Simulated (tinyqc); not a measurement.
Four-band model of biased bilayer graphene near K: sweeps and comparisons. A value that a table varies takes the place of the one given here.

Basis A1, B1, A2, B2, with B1 below A2; p = kx + i ky, v_j = (sqrt3/2) a g_j. Diagonal -U/2, -U/2, U/2, U/2; <A1|B1> = <A2|B2> = v0 p*, <B1|A2> = g1, <A1|B2> = v3 p, <A1|A2> = <B1|B2> = -v4 p*.

Values chosen for the exercise (near those used for Bernal bilayer graphene; not measured data): a = 2.46 angstrom (lattice constant); g0 = 3.19 eV (hopping in a layer); g1 = 0.34 eV (hopping of the dimer sites); g3 = 0.25 eV (skew hopping A1-B2); g4 = 0.12 eV (skew hopping A1-A2); U = 0.4 eV (potential difference of the layers); k = (-0.002, 0.022) 1/angstrom (wave vector from K).

## Gap against bias

Closed form for g3 = g4 = 0: gap U g1/sqrt(U^2 + g1^2), ring radius as (U/2 v0) sqrt((2 g1^2 + U^2)/(g1^2 + U^2)). Last column: lowest band 3 less highest band 2 of the full matrix on a polar grid, |k| = 0 to 0.08 in steps of 0.001 1/angstrom, angles 0, 15, 30, 45, 60 degrees.

Gap:
```
U (eV),gap (eV),kg (1/angstrom),gap/U,gap on the grid (eV)
0.02,0.0200,0.0021,0.998,0.0195
0.05,0.0495,0.0052,0.989,0.0481
0.10,0.0959,0.0102,0.959,0.0921
0.15,0.1372,0.0150,0.915,0.1304
0.20,0.1724,0.0194,0.862,0.1624
0.30,0.2250,0.0276,0.750,0.2091
0.40,0.2591,0.0351,0.648,0.2383
0.60,0.2958,0.0492,0.493,0.2670
```

How do the results move?

The gap follows U while U << g1 (ratio 0.989 at 0.05 eV) and bends towards g1 = 0.34 eV, reaching 0.296 eV at 0.6. The skew hoppings change it by -3.8 meV at U = 0.1 and -20.7 meV at 0.4 eV. U is the screened difference, smaller than the applied field times the layer distance.

## From parabola to cone

U = 0, along kx. Parabola: v0^2 k^2/g1. Hyperbola: sqrt(g1^2/4 + v0^2 k^2) - g1/2. Then bands 3 and 2 of the full matrix for +kx and band 3 for -kx.

Energies (eV):
```
k (1/angstrom),parabola,hyperbola,"band 3, +kx","band 2, +kx","band 3, -kx"
0.002,0.0005,0.0005,0.0006,-0.0005,0.0016
0.005,0.0034,0.0034,0.0010,-0.0005,0.0063
0.010,0.0136,0.0131,0.0089,-0.0070,0.0192
0.020,0.0543,0.0477,0.0415,-0.0350,0.0603
0.030,0.1223,0.0955,0.0885,-0.0765,0.1145
0.050,0.3396,0.2100,0.2025,-0.1793,0.2407
0.080,0.8694,0.3996,0.3921,-0.3526,0.4470
0.120,1.9561,0.6631,0.6554,-0.5949,0.7319
```

How do the results move?

The parabola is 4 % above the hyperbola at 0.01 and a factor 2.95 at 0.12 1/angstrom, where the slope nears v0. g3 makes +kx and -kx differ, by 26.0 meV at 0.03, and g4 makes electrons and holes differ, |band 3| - |band 2| = +12.0 meV there. Without bias the bands touch in four small cones, one at K and three at k = g1 v3/v0^2 = 0.0039 1/angstrom from it; their pockets join near g1 (g3/g0)^2/4 = 0.5 meV.

## What each parameter does

The four levels at k. Each row changes one parameter from the base and keeps the others.

Results:
```
case,band 1 (eV),band 2 (eV),band 3 (eV),band 4 (eV)
base,-0.4703,-0.1469,0.1528,0.4644
g0 = 3.349 eV,-0.4762,-0.1438,0.1498,0.4702
g1 = 0.374 eV,-0.4936,-0.1533,0.1592,0.4877
g3 = 0.35 eV,-0.4705,-0.1469,0.1528,0.4645
g4 = 0.17 eV,-0.4716,-0.1457,0.1541,0.4632
U = 0.45 eV,-0.4864,-0.1654,0.1711,0.4807
```

What does this show?

The largest shifts from the base row, up to three for each result and ties (the steps differ in size, so this ranks the rows, not the parameters). band 1 (eV): g1 -0.0233, U -0.0161, g0 -0.0059. band 2 (eV): U -0.0185, g1 -0.0064, g0 +0.0031; unchanged at the printed digits by g3. band 3 (eV): U +0.0183, g1 +0.0063, g0 -0.0030; unchanged at the printed digits by g3. band 4 (eV): g1 +0.0233, U +0.0163, g0 +0.0058. Only g4 breaks the mirror symmetry between the upper and lower bands.

Program tinyqc; command `OMP_NUM_THREADS=1 python tinyqc.py 1452103 1452104 out.jsonl`; about 0.03 s on one thread of a shared Intel(R) Xeon(R) Processor @ 2.30GHz.
